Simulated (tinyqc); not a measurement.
# From lower LO mode back to fraction x of A

Model: two-mode optical phonons of a ternary alloy from two coupled oscillators. Computed by tinyqc, a small Python program. Command: `OMP_NUM_THREADS=1 python tinyqc.py 3030431 3030432 out.jsonl twomode inv`. One thread of a shared host (Intel(R) Xeon(R) Processor @ 2.30GHz), about 0.02 s of CPU time with the checks.

An alloy A(x)B(1-x)C has an A-C and a B-C bond oscillator. Each TO frequency moves linearly from the impurity mode (dilute end) to the TO of the pure crystal; each strength is proportional to the number of bonds.

Inputs (values chosen for the exercise, for a model alloy):
```
quantity,value,unit
omega_TO of pure AC,295,1/cm
omega_LO of pure AC,336,1/cm
omega_TO of pure BC,199,1/cm
omega_LO of pure BC,223,1/cm
eps_inf of AC,5.96,-
eps_inf of BC,5.26,-
impurity mode of A in BC,275,1/cm
impurity mode of B in AC,183,1/cm
```

Method:
- omega_1 = (impurity mode of A) + x (omega_TO,AC - impurity mode of A); omega_2 = (impurity mode of B) + (1 - x)(omega_TO,BC - impurity mode of B); eps_inf = x eps_AC + (1 - x) eps_BC; strengths W_1 = x eps_AC (omega_LO,AC^2 - omega_TO,AC^2), W_2 = (1 - x) eps_BC (omega_LO,BC^2 - omega_TO,BC^2).
- eps(omega) = eps_inf + W_1/(omega_1^2 - omega^2) + W_2/(omega_2^2 - omega^2) = 0 is the eigenproblem of the matrix [[omega_1^2 + W_1/eps_inf, sqrt(W_1 W_2)/eps_inf], [sqrt(W_1 W_2)/eps_inf, omega_2^2 + W_2/eps_inf]] for omega_LO^2.
- Uncoupled values keep the diagonal alone. eps_s = eps_inf + W_1/omega_1^2 + W_2/omega_2^2.

Problem. A run gave the result below. Find the fraction x of A, known to lie between 0.14 and 0.34.

lower LO mode = 209.0905 1/cm

Solution.

Each step takes the trial c = (a f_b - b f_a)/(f_b - f_a), f being the result less the target and a, b, c the logarithms of the listed values; c replaces end b, the old b replaces a if the sign of f changed, and otherwise f_a is halved.

Scan of the range:
```
fraction x of A,lower LO mode (1/cm)
0.140,215.125
0.162,214.053
0.188,212.825
0.218,211.454
0.253,209.908
0.293,208.202
0.340,206.268
```

False position (Illinois rule, in the logarithm of the input) inside the bracket:
```
step,end a,end b,trial,lower LO mode (1/cm)
1,0.253000,0.293000,0.271444,209.114
2,0.293000,0.271444,0.271985,209.091
3,0.293000,0.271985,0.272015,209.090
4,0.271985,0.272015,0.272000,209.091
```

Lower LO mode falls at every point of a 13-point scan of the range (every second point is shown), so one value fits; it is bracketed by 0.253 and 0.293. Answer: fraction x of A = 0.2720.
